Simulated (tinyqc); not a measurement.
Hole subbands of a hard-walled well, four-band Luttinger model: one step. Mass of HH1 in the plane. Two cases, with inputs chosen for the exercise.

Task: Second order in k: 1/m = g1 + g2 - sum_n 12 c g3^2 D_1n^2/(LHn - HH1) over even n up to 60, with D_1n = 4n/(L (n^2 - 1)) in size, LHn - HH1 = c [(g1 + 2 g2) n^2 - (g1 - 2 g2)](pi/L)^2 + 2 Zs, c = hbar^2/2m0.

Constants: hbar^2/2m0 = 3.80998211 eV angstrom^2.

Give: LHn - HH1 for n = 2, 4, 6; terms for n = 2, 4, 6; sum of all terms; mass without mixing, 1/(g1 + g2); 1/m with mixing.

Case 1.

Values chosen (near those of AlAs; shifted at random, so the results belong to these values and not to a real crystal): g1 = 3.76 (Luttinger gamma1); g2 = 0.82 (gamma2); g3 = 1.42 (gamma3); L = 180 angstrom (well width along [001]); Zs = 0 eV (shear strain energy).

Result:

LHn - HH1 for n = 2, 4, 6 (meV): 22.6  97.8  223.2
terms for n = 2, 4, 6: 0.8950  0.0331  0.0060
sum of all terms = 0.9375
mass without mixing, 1/(g1 + g2) = 0.2183 m0
1/m with mixing = 3.6425 1/m0

Mixing with the light holes takes m from 0.218 to 0.275 m0. LH1 lies only 3.8 meV away and couples from order k^2 on, so this mass holds only very near k = 0.

Case 2.

Values chosen (near those of GaSb; shifted at random, so the results belong to these values and not to a real crystal): g1 = 13.47 (Luttinger gamma1); g2 = 4.7 (gamma2); g3 = 6.04 (gamma3); L = 125 angstrom (well width along [001]).

shear strain energy Zs = 0.0300364 eV

Result:

LHn - HH1 for n = 2, 4, 6 (meV): 270.4  930.9  2031.7
terms for n = 2, 4, 6: 2.8070  0.1305  0.0247
sum of all terms = 2.9768
mass without mixing, 1/(g1 + g2) = 0.0550 m0
1/m with mixing = 15.1932 1/m0

Mixing with the light holes takes m from 0.055 to 0.066 m0.

Computed by tinyqc, one run a case: `OMP_NUM_THREADS=1 python tinyqc.py N N+1 out.jsonl` with N = 1250416, 1250543; one thread of a shared Intel(R) Xeon(R) Processor @ 2.30GHz, about 0.2 s a run at most.
